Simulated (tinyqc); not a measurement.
# Oxide trap near a transistor channel: two-state multiphonon kinetics, telegraph noise and bias instability, step by step

A worked calculation. Computed by tinyqc, a small Python program that keeps every step. Command: `OMP_NUM_THREADS=1 python tinyqc.py 3024254 3024255 out.jsonl oxidetrap walk`. One thread of a shared host (Intel(R) Xeon(R) Processor @ 2.30GHz), about 0.01 s of CPU time with the checks. Intermediate numbers are printed to about 7 digits and carried at full precision; extremes and crossings named in words are read from the listed rows.

An n-channel device under positive gate bias. The trap is empty (state 1) or holds an electron (state 2); both states are parabolas of equal curvature, and the electron reservoir is taken at the Fermi level of the channel.

Inputs (values chosen for the exercise, with an insulator like SiO2 on silicon):
```
quantity                                  value         unit
insulator constant eps_ox                  3.99            -
insulator thickness t_ox                    5.7           nm
trap depth x from the interface             1.1           nm
tunnel barrier phi_b                       2.99           eV
tunnelling mass m_ox                       0.45          m_0
trap level above E_F at zero field E_t      0.4           eV
relaxation energy E_R                       2.6           eV
oxide field F                               2.2        MV/cm
attempt rate k_0 at the interface         7e+11          1/s
temperature T                               400            K
channel width W                              18           nm
channel length L                             26           nm
frequency f                                   2           Hz
stress time t_s                            0.04            s
trap density N_t                        6.8e+17  cm^-3 eV^-1
mean capture barrier mu_c                     1           eV
spread of the barriers s_c                 0.13           eV
saturation shift dV_max                      79           mV
```

Parts treated: one trap and an ensemble.

Constants: hbar^2/(2 m_0) = 3.80998212 eV angstrom^2; k_B = 8.617333262e-05 eV/K; e = 1.602176634e-19 C; eps_0 = 8.8541878128e-12 F/m.

## Tunnelling factor

kappa = sqrt(2 m_ox phi_b)/hbar = sqrt(m_ox phi_b/(hbar^2/2m_0)); attenuation length lambda = 1/(2 kappa); factor exp(-x/lambda) for a rectangular barrier.

kappa = 5.942653 1/nm

attenuation length lambda = 0.08413750 nm

tunnelling factor = 2.099446e-06

## Barriers and time constants

E_21 = E_t - e F x is the energy of state 2 over state 1; barriers E_c = (E_R + E_21)^2/(4 E_R), E_e = E_c - E_21; tau_c = exp(E_c/k_B T)/(k_0 P), tau_e = exp(E_e/k_B T)/(k_0 P), P the tunnelling factor; occupation f_2 = tau_e/(tau_c + tau_e); 1/tau_0 = 1/tau_c + 1/tau_e.

E_21 = 0.158 eV

capture barrier E_c = 0.7314004 eV

emission barrier E_e = 0.5734004 eV

capture time tau_c = 1116.957 s

emission time tau_e = 11.41101 s

occupation f_2 = 0.01011284

tau_0 = 11.29561 s

The trap is almost always empty at this bias.

## Step height and noise

Charge-sheet step dV = e (t_ox - x)/(eps_ox eps_0 W L); Lorentzian spectrum S(f) = 4 dV^2 tau_0^2/((tau_c + tau_e)(1 + (2 pi f tau_0)^2)); corner 1/(2 pi tau_0); variance dV^2 f_2 (1 - f_2) = dV^2 tau_0/(tau_c + tau_e).

threshold step dV = 44.57596 mV

corner frequency = 0.01408998 Hz

S(f) = 4.460355e-08 V^2/Hz

root-mean-square noise = 4.459953 mV

f lies above the corner, on the 1/f^2 tail. Random dopants and current percolation, left out here, spread real steps around this value.

## Stress and recovery of one trap

From the zero-field occupation f(0), f(t) = f_2 + (f(0) - f_2) exp(-t/tau_0) under the field; after t_s the field is removed and f relaxes with the zero-field constants.

occupation at zero field = 9.124684e-06

tau_0 at zero field = 0.4970285 s

occupation after stress = 4.484068e-05

half-time of recovery = 0.3445139 s

## Bias dependence of the times

The formulas are those given above.

Against field:
```
F (MV/cm)  E_21 (eV)     tau_c (s)  tau_e (s)           f_2
0.00          0.4000  5.447076e+04    0.49703  9.124684e-06
0.66          0.3274  1.639933e+04    1.22961  7.497371e-05
1.32          0.2548  5.084630e+03    3.13271  6.157349e-04
1.76          0.2064  2.367609e+03    5.93997  2.502570e-03
2.20          0.1580  1.116957e+03   11.41101  1.011284e-02
2.64          0.1096  5.338742e+02   22.20955  3.993921e-02
3.30          0.0370  1.807944e+02   61.80243  2.547536e-01
```

ln(tau_c/tau_e) falls by e x/k_B T = 3.191 per MV/cm, which measures the depth x if the change of surface potential with bias is left aside. Over these rows tau_c shortens by 2.48 decades and tau_e lengthens by 2.09; the shares differ because E_21 is not small against E_R.

## Many traps: 1/f noise

McWhorter number fluctuations for traps uniform in depth and energy: S_V = e^2 k_B T N_t lambda/(W L C_ox^2 f), C_ox = eps_ox eps_0/t_ox. The number of traps within k_B T in energy and one decade in time is N_t k_B T lambda ln(10) W L.

C_ox = 0.6197931 microF/cm^2

1/f noise S_V(f) = 1.407936e-06 V^2/Hz

active traps per decade = 0.002125166

With less than one active trap per decade a single device shows separate Lorentzians; 1/f is only the average over many devices. Caution: N_t k_B T lambda ln(10) W L, the number of active traps per decade, is below one, so S_V is only the mean over many devices.

## Many traps: shift under stress

For a normal spread of capture barriers (given for the stress field, with depth and field not resolved, k_0 being taken as the effective rate of the ensemble), traps with barrier below k_B T ln(k_0 t) are filled: dV(t) = (dV_max/2) erfc((mu_c - k_B T ln(k_0 t))/(sqrt(2) s_c)); local exponent n = d ln dV/d ln t (central difference, factor 1.01 in t).

filling front k_B T ln(k_0 t_s) = 0.8291760 eV

shift after t_s = 7.459018 mV

local time exponent n = 0.4725002

## Power law or saturation

The extrapolation continues the power law fitted through 10 s and 1000 s.

Against stress time:
```
t (s)     shift (mV)  local exponent  power law (mV)  shift at T + 50 K (mV)
1.00e-03     0.86497    6.984920e-01         16.5429                 4.18125
1.00e-01    11.22332    4.195586e-01         27.0434                31.90325
1.00e+01    44.20910    1.869093e-01         44.2091                68.79457
1.00e+03    72.27059    4.517390e-02         72.2706                78.51488
1.00e+05    78.62319    3.693894e-03        118.1440                78.99583
1.00e+07    78.99458    7.363820e-05        193.1352                78.99999
3.00e+08    78.99990    1.574099e-06        277.6561                79.00000
```

The exponent falls from 0.698 to 0.000 as the front climbs the distribution, so the power law overstates the shift at 3e8 s (about ten years) by a factor 3.51. Heating by 50 K raises the shift at 1000 s by a factor 1.09: time and temperature enter only through T ln(k_0 t).

Checks made by the program: detailed balance tau_c/tau_e = exp(E_21/k_B T) (relative difference below 1e-10); the integral of S(f) against the variance (relative difference below 1e-10).
